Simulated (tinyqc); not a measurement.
Band folding and unfolding in a supercell of a chain: one step. Levels and unfolding weights.

A chain with hopping -t and n = 4 sites a supercell. H(K) has v_j on the diagonal, -t between neighbours and -t exp(2 pi i K) on the bond that closes the cell (from the last site to the first of the next cell). The point K holds the n wave vectors k_m = (K + m)/n of the primitive zone, in 2 pi/a, m = 0 to n - 1, with E0 = -2t cos(2 pi k_m). The unfolding weight of a state c on k_m is |sum_j c_j exp(-2 pi i k_m j)|^2/n, j = 0 to n - 1.

Values chosen for the exercise: Kq = 0.07 2 pi/(n a) (wave vector in the small zone).

H (eV):
```
[[0.310000, -1.040000, 0, -0.941020+0.442810i],
 [-1.040000, 0, -1.040000, 0],
 [0, -1.040000, 0, -1.040000],
 [-0.941020-0.442810i, 0, -1.040000, 0]]
```

Question. Diagonalise and project each state on the k_m.

Give: levels; weights.

Answer.

levels (eV): [-1.9968, -0.1632, 0.3174, 2.1527]

weights, rows m=0, m=1, m=2, m=3; columns level 1, level 2, level 3, level 4:
```
[[0.997, 0.001, 0.001, 0.000],
 [0.001, 0.027, 0.970, 0.002],
 [0.000, 0.001, 0.003, 0.996],
 [0.002, 0.971, 0.026, 0.001]]
```

The purest state keeps 99.7 % on one k and the most mixed (level 3) 97.0 %; rows and columns each add to one.

tinyqc: `OMP_NUM_THREADS=1 python tinyqc.py 1452429 1452430 out.jsonl`; about 0.01 s, one thread, shared Intel(R) Xeon(R) Processor @ 2.30GHz.
